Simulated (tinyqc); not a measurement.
Worked calculation: Hubbard ring of 4 sites. One step of it, computed by the program tinyqc.

Task: Mean-field iteration 2. H(up) = T + U n(down), H(down) = T + U n(up); fill the lowest levels; n(new) = n + mixing (n(out) - n); E = tr T (rho up + rho down) + U sum n_up n_down of the output.

one-body matrix (hopping and site energies) (eV), lower triangle:
```
           1          2          3         4
1   0.000000
2  -1.680000   0.000000
3   0.000000  -1.680000   0.000000
4  -1.680000   0.000000  -1.680000  0.000000
```

U = 9.800000 eV

electrons, up and down: 3  2

mixing = 0.500000

n(up) after iteration 1: 1 0.974429, 2 0.425571, 3 0.974429, 4 0.425571

n(down) after iteration 1: 1 0.060705, 2 0.939295, 3 0.060705, 4 0.939295

Give: levels, up; levels, down; energy; n(up) after iteration 2; n(down) after iteration 2.

Result:

levels, up (eV): -0.561  0.595  9.205  10.361

levels, down (eV): 2.556  4.171  9.549  11.164

energy = 6.871 eV

n(up) after iteration 2: 1 0.961, 2 0.489, 3 0.961, 4 0.489

n(down) after iteration 2: 1 0.077, 2 0.923, 3 0.077, 4 0.923
